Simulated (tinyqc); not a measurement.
# Lossy package transmission line with skin effect: two studies

A uniform line in a homogeneous dielectric: c = sqrt(er)/(c0 Z0), l = Z0 sqrt(er)/c0 (c0 = 299792458 m/s), g = w c td, w = 2 pi f. The resistance joins its limits as r = sqrt(r_dc^2 + r_hf^2), with r_dc = rho/(wd th), r_hf = kr rho/(2 delta (wd + th)), delta = sqrt(rho/(pi f mu0)), mu0 = 4 pi 1e-7 H/m; this is an interpolation, and internal inductance, up to 0.05 nH/mm at low frequency, is neglected.

Inputs (values chosen for the exercise):
- wd = 34 um (width of the strip)
- th = 8.2 um (thickness of the strip)
- rho = 2 uohm cm (resistivity)
- er = 3.9 (relative permittivity)
- td = 0.002 (loss tangent)
- Z0 = 45 ohm (lossless impedance sqrt(l/c))
- kr = 1.5 (factor for crowding and the return path)
- len = 10 mm (length)
- Rg = 50 ohm (source resistance)
- RL = 1e5 ohm (load resistance)
- CL = 100 fF (load capacitance)
- f = 0.28 GHz (frequency)

Each table varies one quantity; the others keep the values above.

## Line properties against frequency

gamma = sqrt((r + i w l)(g + i w c)) = alpha + i beta, Zc = sqrt((r + i w l)/(g + i w c)), roots with positive real part; loss 8.685889638 alpha in dB; phase velocity w/beta. ZL = 1/(1/RL + i w CL); reflection (ZL - Zc)/(ZL + Zc); Zin = Zc (ZL + Zc tanh(gamma len))/(Zc + ZL tanh(gamma len)); H = V_load/V_source = [Zin/(Zin + Rg)]/[cosh(gamma len) + (Zc/ZL) sinh(gamma len)].

Result of one run:

| f (GHz) | r (ohm/mm) | r/(w l) | loss (dB/mm) | \|Zc\| (ohm) | phase velocity over c0 | length in wavelengths | \|H\| (dB) |
|---|---|---|---|---|---|---|---|
| 20 | 0.70988 | 0.019057 | 0.075698 | 45.004 | 0.50635 | 1.3175 | -2.3878 |

What becomes of these results when the frequency f is changed from 20 to 0.09 GHz, all else the same?

Result of the changed run:

| f (GHz) | r (ohm/mm) | r/(w l) | loss (dB/mm) | \|Zc\| (ohm) | phase velocity over c0 | length in wavelengths | \|H\| (dB) |
|---|---|---|---|---|---|---|---|
| 0.09 | 0.085969 | 0.51285 | 0.0080846 | 47.705 | 0.49150 | 0.0061079 | -0.0068835 |

The whole series:

| f (GHz) | r (ohm/mm) | r/(w l) | loss (dB/mm) | \|Zc\| (ohm) | phase velocity over c0 | length in wavelengths | \|H\| (dB) |
|---|---|---|---|---|---|---|---|
| 0.01 | 0.073454 | 3.9438 | 0.0044588 | 90.768 | 0.31833 | 0.0010479 | -0.0045074 |
| 0.03 | 0.076774 | 1.3740 | 0.0063903 | 58.662 | 0.43609 | 0.0022947 | -0.0048424 |
| 0.09 | 0.085969 | 0.51285 | 0.0080846 | 47.705 | 0.49150 | 0.0061079 | -0.0068835 |
| 0.3 | 0.11237 | 0.20111 | 0.010900 | 45.448 | 0.50390 | 0.019859 | -0.026420 |
| 0.8 | 0.15842 | 0.10632 | 0.015556 | 45.127 | 0.50568 | 0.052770 | -0.14759 |
| 2 | 0.23457 | 0.062972 | 0.023347 | 45.045 | 0.50613 | 0.13181 | -0.70390 |
| 7 | 0.42394 | 0.032516 | 0.043426 | 45.012 | 0.50631 | 0.46117 | -0.68709 |
| 20 | 0.70988 | 0.019057 | 0.075698 | 45.004 | 0.50635 | 1.3175 | -2.3878 |
| 60 | 1.2254 | 0.010965 | 0.13983 | 45.001 | 0.50636 | 3.9525 | -7.7339 |

r equals w l at 0.0423 GHz: below it |Zc| and the delay grow as in an RC line, above it |Zc| tends to Z0 = 45 ohm and the velocity to 1/sqrt(er) = 0.506 c0. The loss goes as f^(0.33) between the first two rows and f^(0.56) between the last two. |H| is -0.00451 dB in the first row and -7.73 dB in the last; between rows it can pass through resonances that the table doesn't show.

## Effect of the loss tangent

Same model as above.

The same in every row: r (ohm/mm) = 0.1101; r/(w l) = 0.2112.

Effect of the loss tangent:

| td | loss (dB/mm) | \|Zc\| (ohm) | phase velocity over c0 | length in wavelengths | \|H\| (dB) |
|---|---|---|---|---|---|
| 0 | 0.01057 | 45.49 | 0.5036 | 0.01855 | -0.02149 |
| 0.001 | 0.01062 | 45.49 | 0.5036 | 0.01855 | -0.02261 |
| 0.002 | 0.01067 | 45.49 | 0.5037 | 0.01854 | -0.02373 |
| 0.005 | 0.01082 | 45.49 | 0.5037 | 0.01854 | -0.02709 |
| 0.01 | 0.01108 | 45.49 | 0.5039 | 0.01854 | -0.03268 |
| 0.02 | 0.01158 | 45.49 | 0.5041 | 0.01853 | -0.04386 |
| 0.04 | 0.01260 | 45.48 | 0.5046 | 0.01851 | -0.06617 |

As td goes from 0 to 0.04, the loss rises from 0.0106 to 0.0126 dB/mm, |Zc| stays near 45.5 ohm and |H| goes from -0.0215 to -0.0662 dB, with its highest value among the rows, -0.0215 dB, at td = 0. In the low-loss estimate the dielectric part g Z0/2 equals the conductor part r/(2 Z0) at td = 0.211.

Numbers from tinyqc (`OMP_NUM_THREADS=1 python tinyqc.py 2810196 2810197 out.jsonl`; about 0.01 s on one thread of a shared Intel Xeon 2.30GHz).
